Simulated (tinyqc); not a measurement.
# Resistance of a tapered via with liner, size effect and interface: two fill metals against the diameter

A round via whose diameter grows from db at the bottom as D(z) = db + 2 z/tan(ang). The fill, of diameter D - 2 tl, starts above the bottom liner (thickness fb tl) and has rho = rho0 (1 + ks lam/(D - 2 tl)); the sidewall liner conducts in parallel with it. The bottom liner and the interface are crossed over the full area pi db^2/4. Spreading in the lines above and below is left out.

Slices between z0 = fb tl and hv, evaluated at their midpoints: conductance per length pi/4 [(D - 2 tl)^2/rho + (D^2 - (D - 2 tl)^2)/rl], slice resistance = slice height over that. 2000 slices. R_fill = sum of the slices; R_bottom = rl fb tl/(pi db^2/4); R_interface = ri/(pi db^2/4). The second fill has rho2, lam2 and tl2 in place of rho0, lam and tl.

Parameters, values chosen for the exercise; fill metal close to molybdenum: height hv = 88 nm; sidewall angle ang = 85 degrees; bulk resistivity of the fill rho0 = 5.4 uohm cm; mean free path of the fill lam = 11.5 nm; size-effect factor ks = 1.3; liner on the sidewall tl = 0.2 nm; liner at the bottom over that on the sidewall fb = 0.5; resistivity of the liner rl = 440 uohm cm; interface resistivity at the bottom ri = 3.5e-12 ohm cm^2; ballistic conductance per area, about 3/(4 rho0 lam) Sb = 1.3e15 S/m^2; bulk resistivity of the second fill (close to tungsten) rho2 = 5.28 uohm cm; its mean free path lam2 = 15.4 nm; its liner tl2 = 2.6 nm.

Results:
```
db (nm)  R, first fill (ohm)  R, second fill (ohm)  ratio second/first
8.5                    84.72                 433.9               5.122
12                     43.94                 156.0               3.551
17                     22.60                 65.16               2.883
24                     11.64                 29.54               2.538
35                     5.587                 12.95               2.317
49                     2.886                 6.330               2.193
100                   0.7020                 1.438               2.048
```

Estimate the missing row, db = 70 nm.

Computed row:
```
db (nm)  R, first fill (ohm)  R, second fill (ohm)  ratio second/first
70                     1.426                 3.003               2.106
```

With this row back in the table: The ratio goes from 5.12 to 2.05. The first fill gives the lower R in every row.

Program tinyqc, `OMP_NUM_THREADS=1 python tinyqc.py 2750082 2750083 out.jsonl`; Intel Xeon 2.30GHz, shared host, one thread, about 0.01 s.
